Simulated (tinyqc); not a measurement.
Worked calculation: MP2 on RHF in the sto-6g basis, for H2, spin multiplicity 1. One step of it, computed by the program tinyqc.

Question. Iteration 1: building the Fock matrix. J_ij = sum D_kl (ij|kl), K_ij = sum D_kl (ik|jl); F = H + J - 0.5 K; E = tr D H + tr D J / 2 - 0.25 tr D K + E_nn.

D at the start:
```
          1H 1s     2H 1s
1H 1s  0.578091  0.578091
2H 1s  0.578091  0.578091
```

core Hamiltonian H = T + V (hartree):
```
           1H 1s      2H 1s
1H 1s  -1.200148  -1.091979
2H 1s  -1.091979  -1.200148
```

Two-electron integrals (ij|kl) in chemists' order, unique and non-zero (hartree):
```
(11|11) 0.774999   (21|11) 0.506894   (21|21) 0.373462   (22|11) 0.610752
(22|21) 0.506894   (22|22) 0.774999
```

nuclear repulsion = 0.83598296 hartree

Give: Coulomb J; exchange K; Fock matrix F; total energy of this density.

Answer.

Coulomb J (hartree):
```
        1H 1s   2H 1s
1H 1s  1.3872  1.0179
2H 1s  1.0179  1.3872
```

exchange K (hartree):
```
        1H 1s   2H 1s
1H 1s  1.2500  1.1550
2H 1s  1.1550  1.2500
```

Fock matrix F (hartree):
```
         1H 1s    2H 1s
1H 1s  -0.4380  -0.6516
2H 1s  -0.6516  -0.4380
```

total energy of this density = -1.118977 hartree
